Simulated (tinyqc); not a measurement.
Hole mobility in a silicon inversion layer, empirical terms and Matthiessen rule: one step of the calculation.

Inversion layer of sheet density Ns on a uniformly doped body. The mobility terms are empirical power laws with prefactors chosen for the exercise; adding their inverses (Matthiessen) is itself an approximation.

Task. Mobility terms and their sum. With t = T/(300 K): muC = Ac (Ns/1e12 cm^-2) t/(Nb/1e17 cm^-3 + Nit/1e11 cm^-2), muP = Ap E^(-1/3) t^(-1.75), muS = As E^(-gs); 1/mu is the sum of the inverses.

Inputs (values chosen for the exercise); material values close to those of silicon:

| symbol | value | unit | meaning |
|---|---|---|---|
| T | 300 | K | temperature |
| Nb | 8.2e17 | cm^-3 | body doping |
| Ap | 119 | cm^2/(V s) | phonon-limited mobility at 1 MV/cm and 300 K |
| As | 447 | cm^2/(V s) | roughness-limited mobility at 1 MV/cm |
| gs | 1 |  | exponent of the roughness term |
| Ac | 2100 | cm^2/(V s) | Coulomb prefactor |
| Nit | 1.6e11 | cm^-2 | charge at the interface |
| Ns | 4.1e12 | cm^-2 | inversion density |

E = 0.90490157 MV/cm

Find: terms; mu; shares of 1/mu.

Result.

terms (cm^2/(V s)): Coulomb 878.57, phonon 123.03, roughness 493.98
mu = 88.569 cm^2/(V s)
shares of 1/mu (%): Coulomb 10.081, phonon 71.989, roughness 17.930

The phonon term limits most.

Numbers from tinyqc (`OMP_NUM_THREADS=1 python tinyqc.py 2510104 2510105 out.jsonl`; about 0.01 s on one thread of a shared Intel Xeon 2.30GHz).
